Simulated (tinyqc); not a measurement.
## Floating body of a partially depleted SOI transistor: body voltage and kink: transfer curve and swing

Source at 0 V. Channel current Ic = 2 nf K Vt^2 [F(0) - F(Vd)](1 + la Vd), F(V) = ln^2(1 + exp((Vg - VT - nf V)/(2 nf Vt))), VT = VT0 - gb Vb. Saturation voltage Vs = 2 Vt sqrt(F(0)) + 3 Vt, excess Ve = (Vd - Vs + sqrt((Vd - Vs)^2 + 0.0004 V^2))/2, multiplication M1 = Ai Ve exp(-Bl/Ve). Each junction passes D(v) = J1 (exp(v/Vt) - 1) + J2 (exp(v/(2 Vt)) - 1). Bipolar current Ib = bb J1 (exp(Vb/Vt) - 1). The body settles where M1 (Ic + Ib) = D(Vb) + D(Vb - Vd) + Vb/Rb; drain current Id = (1 + M1)(Ic + Ib) - D(Vb - Vd).

Rows with more than one solution for Vb (latch) are left out; dId/dVd by a forward difference over 1e-4 V, swing = 1e-4 V over the change of log10 Id; M1 under 1e-12 is printed as 0.

Parameters, values chosen for the exercise; values of the order met in partially depleted silicon-on-insulator transistors: temperature T = 358 K; threshold at zero body voltage VT0 = 0.43 V; fall of the threshold per volt of body voltage gb = 0.18; slope factor nf = 1.17; gain factor per width K = 150 uA/(V^2 um); channel-length modulation factor la = 0.09 1/V; impact-ionisation prefactor Ai = 1.13 1/V; impact-ionisation voltage Bl = 5 V; diffusion saturation current of each junction J1 = 2.3e-10 uA/um; recombination saturation current of each junction J2 = 6e-7 uA/um; gain of the lateral bipolar transistor on the diffusion current bb = 3; resistance of a weak body tie to the source (1e9 stands for no tie, and the term is then dropped) Rb = 1e9 kohm um; drain voltage Vd = 1.6 V.

Constants: q = 1.602176634e-19 C, kB = 1.380649e-23 J/K, Vt = kB T/q. Results are converted to the units shown.

Transfer curve and swing:
columns A: Vg (V); B: Vb (V); C: M1; D: Id, floating (uA/um); E: Id, grounded (uA/um); F: ratio; G: swing, floating (mV/decade); H: swing, grounded (mV/decade)
```
A            B        C         D         E      F      G      H
-0.02  0.04841  0.06176  2.588e-6  2.160e-6  1.198  105.5  115.2
0.08    0.1123  0.06168  4.385e-5  2.535e-5  1.730  67.18  85.46
0.18    0.3152  0.06107  0.001813  3.867e-4  4.690  61.41  84.54
0.28    0.4830  0.05805   0.05380  0.005640  9.540  79.21  88.17
0.38    0.5660  0.05031    0.5670   0.06650  8.528  125.8  101.3
0.48    0.6063  0.03958     2.364    0.4842  4.883  209.8  137.7
0.58    0.6257  0.02926     5.737     1.917  2.992  320.6  207.2
0.68    0.6344  0.02065     10.55     4.807  2.195  442.5  303.2
0.78    0.6366  0.01390     16.70     9.208  1.813  566.1  412.4
```

What does the comparison show?

Vb rises from 0.0484 to 0.637 V. The smallest swing among the rows is 61.4 mV a decade with a floating body (at Vg = 0.18 V) and 84.5 with a grounded one; Vt ln 10 = 71.0. The floating swing is smaller by more than 3 % for Vg = -0.02, 0.08, 0.18, 0.28 V, where the rising Vb lowers the threshold as Vg rises. In the first row the floating body raises the current by a factor of 1.20.

Range of the model: The multiplication law is an empirical form chosen for the exercise; self-heating and capacitive coupling to the body are left out, and the linear laws are rough once Vb passes about 0.7 V or M1 about 0.1.

Program tinyqc, `OMP_NUM_THREADS=1 python tinyqc.py 2182044 2182045 out.jsonl`; Intel Xeon 2.30GHz, shared host, one thread, about 0.2 s.
